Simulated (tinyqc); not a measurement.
# Bulk resistivity and mean free path from two films

Problem. In the thick-film limit single-crystal films obey rho = rho0 (1 + 3 (1 - ps) lam/(8 d)). Find rho0, lam and the product rho0 lam.

Parameters, values chosen for the exercise:

| symbol | value | unit | meaning |
|---|---|---|---|
| ps | 0 |  | specular share of surface scattering |

rho at d = 79 and 310 nm (uohm cm): 2.0108861  1.7717742

Solution. rho is a straight line in 1/d: the intercept is rho0 and the slope (3/8)(1 - ps) rho0 lam. Without ps only the product (1 - ps) lam could be found.

rho0 = 1.69 uohm cm
lam = 40.0 nm
rho0 lam = 67.6 uohm cm nm

Numbers from tinyqc (`OMP_NUM_THREADS=1 python tinyqc.py 2100012 2100013 out.jsonl`; about 0.01 s on one thread of a shared Intel Xeon 2.30GHz).
